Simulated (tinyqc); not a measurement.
Ballistic Schottky-barrier transistor with a one-dimensional channel, WKB contacts: two steps of the calculation.

Source Fermi level 0, drain Fermi level -Vd. Far from the contacts Ec = pn - psi, and the gate moves psi one to one; the band edges relax as exp(-x/lam) from pn at the source and pn - Vd at the drain; Ev = Ec - Eg. A carrier of energy w inside the channel band meets at a contact a barrier of height D (the contact edge beyond the channel edge): T = 1 for w >= D, else exp(-S), S = 4 lam sqrt(m/C) [sqrt(D - w) - sqrt(w) arctan sqrt((D - w)/w)], C = hbar^2/(2 m0). The two contacts combine as Ts Td/(Ts + Td - Ts Td).

Inputs (values chosen for the exercise); channel values close to those of a silicon nanowire with silicide contacts:
- T = 300 K (temperature)
- pn = 0.83 eV (barrier for electrons at both contacts)
- mn = 0.21 m0 (electron mass)
- g = 2 (valleys or subbands)
- lam = 4.8 nm (screening length at the contacts)
- Vd = 0.1 V (drain bias)
- ps = 0.83 V (band shift psi of the channel by the gate)
- w0 = 0.66 eV (energy of one carrier inside the channel band)
- wm = 1 eV (upper end of the grid)
- nE = 15 (points of the grid)

Constants: q = 1.602176634e-19 C, kB = 1.380649e-23 J/K, hbar = 1.054571817e-34 J s, h = 6.62607015e-34 J s, m0 = 9.1093837015e-31 kg, Vt = kB T/q, hbar^2/(2 m0) = 0.0380998212 eV nm^2. Results are converted to the units shown.

Problem 1. Transmission of one of the electrons. S and T at both contacts for w = w0, and the tunnelling distance lam ln(D/w) at the higher barrier.

D for electrons (eV): source 0.83000000, drain 0.73000000

Give: S at the source; S at the drain; combined T; tunnelling distance.

Solution 1.

S at the source = 1.387
S at the drain = 0.3967
combined T = 0.2227
tunnelling distance = 1.100 nm

Problem 2. Current of the electrons on a coarse grid. I = g (2 q^2/h) int T(w) [f(Es + w) - f(Ed + w)] dw, f(y) = 1/(1 + exp(y/Vt)). Electrons: Ds = psi, Dd = psi - Vd, Es = Ec, Ed = Ec + Vd. Holes: Ds = -psi, Dd = Vd - psi, Es = -Ev, Ed = -Ev - Vd. The size of each current is taken; both flow from drain to source and add. Simpson's rule on nE equally spaced w from 0 to wm.

Wanted: w; Ts; Td; T; size of the supply difference; current.

Solution 2.

```
point  w (eV)         Ts         Td          T  size of the supply difference
0       0.000  1.462e-18  1.879e-17  1.357e-18                         0.4795
1       0.071  4.077e-11  4.647e-10  3.748e-11                        0.05804
2       0.143   1.696e-8   1.704e-7   1.543e-8                       0.003883
3       0.214   1.106e-6   9.718e-6   9.927e-7                       2.460e-4
4       0.286   2.712e-5   2.068e-4   2.398e-5                       1.553e-5
5       0.357   3.508e-4   0.002294   3.043e-4                       9.797e-7
6       0.429   0.002835    0.01570   0.002407                       6.182e-8
7       0.500    0.01579    0.07265    0.01314                       3.901e-9
8       0.571    0.06432     0.2395    0.05341                      2.462e-10
9       0.643     0.1983     0.5731     0.1728                      1.553e-11
10      0.714     0.4696     0.9599     0.4606                      9.803e-13
11      0.786     0.8416      1.000     0.8416                      6.186e-14
12      0.857      1.000      1.000      1.000                      3.904e-15
13      0.929      1.000      1.000      1.000                      2.463e-16
14      1.000      1.000      1.000      1.000                      1.554e-17
```

current = 1.322e-8 uA

Range of the model: No scattering, image-force lowering, channel charge or band-to-band tunnelling; parabolic kappa overstates S deep in the gap.

tinyqc, about 0.07 s, one thread, Intel Xeon 2.30GHz (shared host): `OMP_NUM_THREADS=1 python tinyqc.py 2390005 2390006 out.jsonl`
